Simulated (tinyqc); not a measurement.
Worked calculation: Weaire-Thorpe hybrids on a Bethe lattice: gap and dangling bond of an amorphous tetrahedral solid. Values are carried at full precision from step to step, so a last printed digit may differ when a step is redone from the rounded ones.

Four sp3 hybrids an atom at energy 0, coupled by -V1 on the atom and by -V2 along a bond; the bonds form a tree (no rings). For any network the gap runs at least from -V2 + V1 to V2 - 3 V1, and p-like states pile up at -V2 + V1 and V2 + V1. On the tree the gap is wider: it ends at Ec = -V1 + sqrt(V2^2 + 4 V1^2 - 2 sqrt3 V1 V2), which makes it well wider than the gaps of the real glasses. A branch seen from a hybrid has the self-energy S = V2^2 g, where g is the Green function of the hybrid across the bond, whose three partners carry S themselves. With a = z - V1, b = a - S: g = 1/(a + V1 b/(b + 3 V1)), z = E + i eta. A full atom has G = (1/b)(b + 3 V1)/(b + 4 V1) per hybrid; a dangling hybrid with shift dh has G = 1/(1/g - dh).

Parameters, chosen for this exercise (of the size of tabulated hybrid energies for amorphous germanium; shifted at random, so the results belong to these values and not to a real crystal): V1 = 1.86 eV (coupling of two hybrids on one atom); V2 = 4.33 eV (coupling of the two hybrids of a bond); E = -4.72 eV (energy); eta = 0.03 eV (broadening); dh = -0.94 eV (shift of the dangling hybrid (rehybridisation)).

## Edges

Bounds -V2 + V1 and V2 - 3 V1. On the tree the s-like bands are narrower: E = -V1 -/+ sqrt(V2^2 + 4 V1^2 + V1 V2 e) with e from -2 sqrt3 to 2 sqrt3 (for a crystal, -4 to 4), so the conduction edge is -V1 + sqrt(V2^2 + 4 V1^2 - 2 sqrt3 V1 V2).

edges (eV): Ev -2.4700, Ec(bound) -1.2500, Ec(tree) 0.3052

gaps (eV): (bound, reached in the crystal) 1.2200, (tree) 2.7752

The gap needs no periodicity, only V2 > 2 V1 (here V2/V1 = 2.328); leaving out rings widens it by 1.555 eV. Two parameters give the trend, not the value.

## The self-energy at one energy

S = V2^2 g is a quadratic A S^2 + B S + C = 0 with A = a + V1, B = -(a (a + 4 V1) + V2^2), C = V2^2 (a + 3 V1), a = z - V1. Of the two roots take the one with Im S < 0 (if both qualify, the decaying one, with the smaller |V1 V2 g/(b + 3 V1)|).

A, B, C: [-4.7200+0.0300i, -13.0892+0.1716i, -18.7489+0.5625i]

roots (eV): [-1.3629+1.4414i, -1.4104-1.4227i]

S = -1.4104-1.4227i eV

## Densities at that energy

With z = E + i eta, b = z - V1 - S: full atom G = (b + 3 V1)/(b (b + 4 V1)); g = S/V2^2; dangling hybrid 1/(1/g - dh); densities -Im G/pi.

G (1/eV): (bulk) -0.0563-0.0878i, (dangling with dh = 0) -0.0752-0.0759i, (dangling with dh) -0.0742-0.0874i
densities (1/eV): (bulk) 0.0279, (dangling with dh = 0) 0.0242, (dangling with dh) 0.0278

## The dangling-bond level

For eta = 0 the level solves 1/g(E) = dh inside the gap (bisection); its weight on the dangling hybrid is 1/(d(1/g)/dE), by central differences with step 1e-5 eV.

level = -0.4921 eV
above Ev = 1.9779 eV
weight on the dangling hybrid = 0.579

The level lies at 71 % of the gap of the tree; 42 % of it spreads over the back bonds.

## Checks

- Conduction edge from the formula against the zero of the discriminant: both 0.305206.
- S from the quadratic against damped iteration of S = V2^2 g: both -1.410351.

Computed by tinyqc, a small Python program: `OMP_NUM_THREADS=1 python tinyqc.py 1480645 1480646 out.jsonl` (the numbers bound the seed that draws the inputs); one thread of a shared host (Intel(R) Xeon(R) Processor @ 2.30GHz), about 0.02 s for the whole set of steps.
